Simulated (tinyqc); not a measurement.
Convergence with the mesh: density of states of one tight-binding band on the simple cubic lattice.

E(k) = -2 t (c1 + c2 + c3) - 4 t2 (c1 c2 + c2 c3 + c3 c1) with ci = cos(2 pi ki); k in fractions of the reciprocal vectors, mesh k_i = j/N with j = 0 .. N-1. Densities are per cell and per spin, so the band holds one state.

Each cube of the mesh, corners numbered 0 to 7 as the binary number (i j l), is cut into six tetrahedra around the diagonal 0-7: 0137, 0157, 0237, 0267, 0457, 0467. For corner energies e1 <= e2 <= e3 <= e4 and eij = ei - ej, the share of the tetrahedron below E is n = (E - e1)^3/(e21 e31 e41) for e1 < E < e2; n = [e21^2 + 3 e21 x + 3 x^2 - (e31 + e42) x^3/(e32 e42)]/(e31 e41) with x = E - e2 for e2 < E < e3; n = 1 - (e4 - E)^3/(e41 e42 e43) for e3 < E < e4; its density of states is g = dn/dE.

Gaussian broadening: g(E) = mean over the mesh of exp(-(E - E_k)^2/(2 sigma^2))/(sigma sqrt(2 pi)), n(E) = mean of erfc((E_k - E)/(sigma sqrt 2))/2.

Parameters, chosen for this exercise: t = 0.87 eV (nearest hopping); t2 = 0.01 eV (second hopping); E = -3.78 eV (energy at which the density is wanted); sigma = 0.174 eV (Gaussian width).

At the energy E; the plain count is the share of mesh points below E; the reference is the linear method with N = 36.

Results:

| N | points | g linear | n linear | g Gaussian | n Gaussian | n plain count |
|---|---|---|---|---|---|---|
| 4 | 64 | 0.0257 | 0.0133 | 0.0704 | 0.0220 | 0.0156 |
| 6 | 216 | 0.0449 | 0.0281 | 0.0454 | 0.0366 | 0.0324 |
| 8 | 512 | 0.0434 | 0.0350 | 0.0450 | 0.0446 | 0.0371 |
| 12 | 1728 | 0.0460 | 0.0400 | 0.0314 | 0.0453 | 0.0469 |
| 16 | 4096 | 0.0466 | 0.0418 | 0.0436 | 0.0443 | 0.0417 |
| 20 | 8000 | 0.0468 | 0.0426 | 0.0479 | 0.0446 | 0.0426 |

reference n and g: 0.0436  0.0472

The linear n(E) stays within 0.002 of the reference from N = 16 on. The Gaussian g still moves by more than 1 % between the last two meshes. At the last mesh it lies +0.001 1/eV from the reference g and the linear g 0.000. The plain count errs by -0.0010 at the last mesh.

Program tinyqc; command `OMP_NUM_THREADS=1 python tinyqc.py 1681962 1681963 out.jsonl`; about 0.2 s on one thread of a shared Intel(R) Xeon(R) Processor @ 2.30GHz.
